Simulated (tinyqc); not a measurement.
CMOS inverter, nodal equation and switching: one step of the calculation.

An n-channel pull-down (bn, VTn) and a p-channel pull-up (bp, VTp) share the input Vin and the output node Vout, which carries the load C. Transistor (EKV form, voltages against the body): I = 2 n b Vt^2 [F(vp - Vs) - F(vp - Vd)] from drain to source, F(v) = ln^2(1 + exp(v/(2 Vt))), vp = (Vg - VT + sg |Vd - Vs|)/n. n-channel bodies are at 0; for the p-channel device all voltages are counted down from Vdd. b in uA/V^2 gives I in uA. Static: In = Ip. Transient: C dVout/dt = Ip - In. No velocity saturation, no gate capacitance beyond C.

Task. Delays and energy. For a step input the delay to Vdd/2 is tHL = C times the integral of dV/(In - Ip) from Vdd/2 to Vdd at Vin = Vdd, and tLH likewise with Ip - In from 0 to Vdd/2 at Vin = 0. Energy drawn for one full cycle of the output: C Vdd^2. Leakage power: Vdd times the mean of the supply currents at Vin = 0 and Vdd.

Inputs (values chosen for the exercise): temperature T = 400 K; supply voltage Vdd = 0.4 V; slope factor n = 1.34; drain-induced barrier lowering sg = 0.087; n-channel threshold VTn = 0.26 V; p-channel threshold (magnitude) VTp = 0.27 V; gain factor of the pull-down transistor bn = 370 uA/V^2; gain factor of the pull-up transistor bp = 370 uA/V^2; load capacitance C = 2 fF.

Constants: q = 1.602176634e-19 C, kB = 1.380649e-23 J/K, Vt = kB T/q. Results are converted to the units shown.

Find: tHL; tLH; energy; leakage power.

Result.

tHL = 89.74 ps
tLH = 98.85 ps
energy = 0.3200 fJ
leakage power = 2.994 nW

tinyqc, about 0.04 s, one thread, Intel Xeon 2.30GHz (shared host): `OMP_NUM_THREADS=1 python tinyqc.py 2340168 2340169 out.jsonl`
